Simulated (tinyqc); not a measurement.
Biaxially strained (001) channel, valley splitting in an inversion layer: effect of the germanium share of the relaxed buffer.

A thin layer grown on a relaxed buffer is stretched in the plane. The two valleys with their long axis along the growth direction (D2) sink against the four in-plane ones (D4); confinement in a triangular well splits them too. Only the lowest subband of each set is kept; one relaxation time, so the weakening of intervalley scattering is left out.

e_par = b1 x, e_perp = -2 (c12/c11) e_par, splitting D = Xu (e_par - e_perp), in-plane stress (c11 + c12 - 2 c12^2/c11) e_par. Levels E(m) = 2.33811 (hbar^2 q^2 F^2/(2 m))^(1/3): E2 = E(ml), E4 = E(mt) + D; N2 = 2 mt kB T/(pi hbar^2), N4 = 4 sqrt(mt ml) kB T/(pi hbar^2). EF solves Ns = N2 ln(1 + exp((EF - E2)/Vt)) + N4 ln(1 + exp((EF - E4)/Vt)); f2 is the share in D2, and 1/mc = f2/mt + (1 - f2)(1/mt + 1/ml)/2. Critical thickness (Matthews-Blakeslee, 60-degree dislocations): h = bv (1 - nu/4)[ln(h/bv) + 1]/(4 pi e_par (1 + nu)), nu = c12/(c11 + c12). The gain is mc(x = 0)/mc.

Values chosen for this exercise; values close to those of silicon on relaxed silicon-germanium:
- T = 325 K (temperature)
- b1 = 0.0418 (lattice mismatch per unit x)
- c11 = 170 GPa (elastic constant)
- c12 = 63.3 GPa (elastic constant)
- Xu = 8.86 eV (shear deformation potential)
- ml = 0.914 m0 (longitudinal mass)
- mt = 0.192 m0 (transverse mass)
- F = 0.28 MV/cm (confining field)
- Ns = 7e12 cm^-2 (inversion density)
- bv = 0.384 nm (Burgers vector)

Constants: q = 1.602176634e-19 C, kB = 1.380649e-23 J/K, hbar = 1.054571817e-34 J s, m0 = 9.1093837015e-31 kg, Vt = kB T/q, hbar^2/(2 m0) = 0.0380998212 eV nm^2. Results are converted to the units shown.

The same in every row: f2 without strain = 0.50464.

Effect of the germanium share of the relaxed buffer:
```
x,D (meV),f2,mc (m0),gain,critical thickness (nm)
0.03,19.384,0.63809,0.22402,1.0655,120.60
0.09,58.153,0.84799,0.20426,1.1686,32.365
0.15,96.922,0.95191,0.19572,1.2196,17.149
0.21,135.69,0.98700,0.19299,1.2369,11.151
0.27,174.46,0.99667,0.19225,1.2416,8.0181
0.33,213.23,0.99916,0.19206,1.2428,6.1220
0.39,252.00,0.99979,0.19202,1.2431,4.8640
0.45,290.77,0.99995,0.19200,1.2432,3.9751
```

As x goes from 0.03 to 0.45, f2 rises from 0.638 to 1.00 (without strain: it stays at 0.505) and the gain rises from 1.07 to 1.24. The gain cannot pass 1.243, reached when D4 is empty, while the critical thickness falls from 121 to 3.98 nm. In every row the second D2 subband, left out here, lies within 2 Vt of EF or below it.

Computed by the program tinyqc: `OMP_NUM_THREADS=1 python tinyqc.py 2530132 2530133 out.jsonl`, one thread of a shared Intel Xeon 2.30GHz, about 0.01 s for the whole run.
